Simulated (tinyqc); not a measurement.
Worked calculation: plane-wave Kohn-Sham cycle with exchange-only LDA in a layered model solid. One step of it, computed by the program tinyqc.

Task: Iteration 2: potential. V_H(G) = 4 pi rho(G)/G^2 for G != 0 (uniform background); v_x = -(3 rho/pi)^(1/3); V = V_ext + V_H + v_x; Fourier components f(G_m) = (1/N) sum_j f(x_j) exp(-i G_m x_j).

A solid whose potential varies along x alone (atomic units):
```
parameter                      value
period a                   16.800000
cross-section of the cell  13.000000
electrons per cell                 2
grid points                       16
plane waves -n..n, n               3
k points                           4
V1 in V1 cos(2 pi x/a)     -0.130000
```

density after iteration 1 (e/bohr^3): 0.02585473  0.02279101  0.01580720  0.00905466  0.00481073  0.00285935  0.00214589  0.00192501  0.00187772  0.00192501  0.00214589  0.00285935  0.00481073  0.00905466  0.01580720  0.02279101

Give: Potentials on the grid; V(G_m), m = 0, 1, 2, ....

Result:

Potentials on the grid (hartree):
```
x          V_ext      V_H      v_x        V
0.0000   -0.1300   1.0867  -0.2912   0.6655
1.0500   -0.1201   0.9747  -0.2792   0.5754
2.1000   -0.0919   0.6785  -0.2471   0.3394
3.1500   -0.0497   0.2897  -0.2052   0.0347
4.2000         0  -0.1007  -0.1662  -0.2669
5.2500    0.0497  -0.4335  -0.1398  -0.5235
6.3000    0.0919  -0.6805  -0.1270  -0.7156
7.3500    0.1201  -0.8309  -0.1225  -0.8333
8.4000    0.1300  -0.8813  -0.1215  -0.8728
9.4500    0.1201  -0.8309  -0.1225  -0.8333
10.5000   0.0919  -0.6805  -0.1270  -0.7156
11.5500   0.0497  -0.4335  -0.1398  -0.5235
12.6000        0  -0.1007  -0.1662  -0.2669
13.6500  -0.0497   0.2897  -0.2052   0.0347
14.7000  -0.0919   0.6785  -0.2471   0.3394
15.7500  -0.1201   0.9747  -0.2792   0.5754
```

V(G_m), m = 0, 1, 2, ... (hartree): -0.1867  0.3788  0.0408  0.0058  0.0007  0.0000  0.0000
